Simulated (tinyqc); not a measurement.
# Worked calculation: charge stability of a double quantum dot, constant-interaction model with a charge sensor

Numbers from tinyqc (`OMP_NUM_THREADS=1 python tinyqc.py 2470016 2470017 out.jsonl`; about 0.01 s on one thread of a shared Intel Xeon 2.30GHz). Printed values are rounded.

Capacitance matrix C = [[C1, -Cm], [-Cm, C2]], C1 = G1 + X1 + Cm + L1, C2 = G2 + X2 + Cm + L2. Gate charges n1 = (G1 V1 + X1 V2)/q, n2 = (X2 V1 + G2 V2)/q. The state (N1, N2) has U = (1/2) d^T E d with d = (N1 - n1, N2 - n2) and E = q^2 C^(-1). Leads at 0 V; no tunnel coupling, spin or level spacing. The sensor reads s1 <N1> + s2 <N2>.

Inputs (values chosen for the exercise):
```
symbol,value,unit,meaning
G1,5.2,aF,gate 1 to dot 1
G2,4.9,aF,gate 2 to dot 2
X1,1.1,aF,gate 2 to dot 1
X2,0.2,aF,gate 1 to dot 2
Cm,9.9,aF,between the dots
L1,19,aF,dot 1 to leads and ground
L2,11,aF,dot 2 to leads and ground
s1,0.84,,sensor weight of dot 1
s2,0.31,,sensor weight of dot 2
T,0.71,K,temperature
V1,28.4,mV,voltage of gate 1
V2,11.8,mV,voltage of gate 2
```

Constants: q = 1.602176634e-19 C, kB = 1.380649e-23 J/K, Vt = kB T/q. Results are converted to the units shown.

## Charging energies and lever arms

E = q^2 C^(-1) holds EC1, EC2 on the diagonal and ECm off it; the lever arms are A = C^(-1) [[G1, X1], [X2, G2]] (row: dot, column: gate).

C (aF):

|  | 1 | 2 |
|---|---|---|
| 1 | 35.2 | -9.9 |
| 2 | -9.9 | 26 |

E (meV):

|  | 1 | 2 |
|---|---|---|
| 1 | 5.09754 | 1.94099 |
| 2 | 1.94099 | 6.90129 |

lever arms (eV/V):

|  | 1 | 2 |
|---|---|---|
| 1 | 0.167868 | 0.094360 |
| 2 | 0.071611 | 0.224391 |

gate charges: n1 1.00276, n2 0.39634

ECm is 32.7 % of the geometric mean of EC1 and EC2.

## Energies and occupation of the charge states

U for N1, N2 = 0, 1, 2; p is proportional to exp(-U/kB T), normalised over these nine states.

| state | U (meV) | p |
|---|---|---|
| (0,0) | 3.8763 | 0.000000 |
| (0,1) | 2.6454 | 0.000000 |
| (0,2) | 8.3157 | 0.000000 |
| (1,0) | 0.5442 | 0.999991 |
| (1,1) | 1.2542 | 0.000009 |
| (1,2) | 8.8656 | 0.000000 |
| (2,0) | 2.3096 | 0.000000 |
| (2,1) | 4.9606 | 0.000000 |
| (2,2) | 14.5130 | 0.000000 |

mean charges: <N1> 1.00000, <N2> 0.00001
sensor signal = 0.840003

The ground state is (1,0), 0.710 meV (11.6 kB T) below (1,1).

## Triple points

The states (0,0), (1,0), (0,1) meet where E n = (EC1/2, EC2/2), and (1,1), (1,0), (0,1) where E n = (EC1/2 + ECm, EC2/2 + ECm); the gate voltages follow from n.

gate charges:

|  | n1 | n2 |
|---|---|---|
| electron point | 0.346749 | 0.402477 |
| hole point | 0.653251 | 0.597523 |

gate voltages (mV):

|  | V1 | V2 |
|---|---|---|
| electron point | 7.9687 | 12.8347 |
| hole point | 16.1337 | 18.8790 |

distance between the points = 10.1588 mV

The line between the two points is the (1,0)-(0,1) transition, where an electron moves from dot to dot.
